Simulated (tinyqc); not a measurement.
Comparisons within one model: hole subbands of a hard-walled well, four-band Luttinger model. A value that a table varies takes the place of the one given here.

Hole energies are counted downwards from the unstrained band edge, c = hbar^2/2m0. After the usual block transformation one block is H = [[P + Q - Zs, R - i S], [R + i S, P - Q + Zs]] in (heavy, light), with P +/- Q = c [(g1 +/- g2) k^2 + (g1 -/+ 2 g2) kz^2], R = sqrt(3) c gR k^2, S = 2 sqrt(3) c g3 k kz, kz = -i d/dz; axial approximation gR = (g2 + g3)/2. Zs = b (e_par - e_perp) is the shear part of the strain (the hydrostatic part shifts all levels alike and is left out). Basis sqrt(2/L) sin(n pi z/L), n = 1 to N, for each component: kz^2 gives (n pi/L)^2 and the heavy-light block is R delta_nm - 2 sqrt(3) c g3 k D_nm with D_nm = 4 n m/(L (n^2 - m^2)) for n + m odd, 0 otherwise. The other block has the same levels. The split-off band is left out.

Constants: hbar^2/2m0 = 3.80998211 eV angstrom^2.

Inputs chosen for the exercise (near those of Ge; shifted at random, so the results belong to these values and not to a real crystal):

| symbol | value | unit | meaning |
|---|---|---|---|
| g1 | 13.39 |  | Luttinger gamma1 |
| g2 | 4.25 |  | gamma2 |
| g3 | 5.69 |  | gamma3 |
| L | 140 | angstrom | well width along [001] |
| k | 0.0161 | 1/angstrom | wave vector in the plane |
| Zlist | (-0.0298, -0.023, -0.0116, -0.0052, 0, 0.0098, 0.0346) | eV | shear strain energies (negative: tension in the plane, for b < 0) |

## Which coupling does what

shear strain energy Zs = -0.051071 eV
N = 20, at the given k. Diagonal: R = S = 0. Along [100] and [110] gR is g2 and g3 instead of their mean.

Hole energies (meV):

| model | E1 | E2 | E3 | E4 |
|---|---|---|---|---|
| diagonal | -0.05 | 77.87 | 106.02 | 125.94 |
| R alone | -0.97 | 78.79 | 102.88 | 129.08 |
| S alone | -5.46 | 64.67 | 102.02 | 103.37 |
| axial | -6.28 | 64.48 | 99.84 | 105.86 |
| [100] | -6.07 | 64.53 | 100.18 | 105.43 |
| [110] | -6.54 | 64.41 | 99.51 | 106.29 |

The couplings move E1 by -6.24 meV: R alone by -0.92, S alone by -5.41, so S matters more at k L/pi = 0.72 (R grows as k^2 and joins equal n, S as k and joins n of opposite parity). Warping spreads E1 by 0.47 meV between [100] and [110], the hole being heavier along [110]; the axial value lies between them.

## Strain

N = 20. dE is the rise of the top subband from k = 0 to k1 = pi/(4L), m1 = c k1^2/dE (dash if dE is not positive), and the heavy weight is taken at k = pi/L.

Top subband:

| Zs (eV) | HH1 (meV) | LH1 (meV) | dE (meV) | heavy weight | m1 (m0) |
|---|---|---|---|---|---|
| -0.0298 | 39.2 | 12.2 | -0.151 | 0.190 | - |
| -0.0230 | 32.4 | 19.0 | -0.531 | 0.245 | - |
| -0.0116 | 21.0 | 30.4 | 1.455 | 0.381 | 0.082 |
| -0.0052 | 14.6 | 36.8 | 1.598 | 0.483 | 0.075 |
| 0.0000 | 9.4 | 42.0 | 1.647 | 0.577 | 0.073 |
| 0.0098 | -0.4 | 51.8 | 1.707 | 0.744 | 0.070 |
| 0.0346 | -25.2 | 76.6 | 1.800 | 0.927 | 0.067 |

HH1 and LH1 cross at Zs = -2 c g2 (pi/L)^2 = -0.0163 eV; for more negative Zs the light hole is on top. Among the rows with HH1 on top, m1 goes from 0.082 to 0.067 m0 as the splitting widens from 9 to 102 meV, against the unmixed 1/(g1 + g2) = 0.057: compression lightens the holes here. A dash marks a top subband whose hole energy at k1 lies below that at k = 0: an electron-like (negative) mass. m1 describes the neighbourhood of k = 0 only; where HH1 and LH1 lie close, the band may peak further out.

## Size of the sine basis

The four lowest hole energies at the given k for growing N.

Hole energies (meV):

| N | E1 | E2 | E3 | E4 |
|---|---|---|---|---|
| 2 | -5.665 | 68.751 | 109.440 | 137.259 |
| 3 | -5.877 | 64.882 | 101.809 | 109.183 |
| 4 | -6.138 | 64.813 | 100.176 | 106.296 |
| 6 | -6.231 | 64.569 | 99.939 | 105.990 |
| 10 | -6.273 | 64.494 | 99.859 | 105.886 |
| 20 | -6.285 | 64.477 | 99.838 | 105.859 |
| 40 | -6.287 | 64.475 | 99.835 | 105.856 |
| 80 | -6.287 | 64.474 | 99.835 | 105.855 |

Is N = 3 enough for 1 meV in the two lowest levels?

Yes: against N = 80, N = 3 errs by up to 0.41 meV in E1 and E2, always upwards, as a variational basis must. Both are within 0.1 meV of N = 80 from N = 6 on; N = 40 and N = 80 differ by 2.7e-04 meV at most.

Program tinyqc; command `OMP_NUM_THREADS=1 python tinyqc.py 1251530 1251531 out.jsonl`; about 0.8 s on one thread of a shared Intel(R) Xeon(R) Processor @ 2.30GHz.
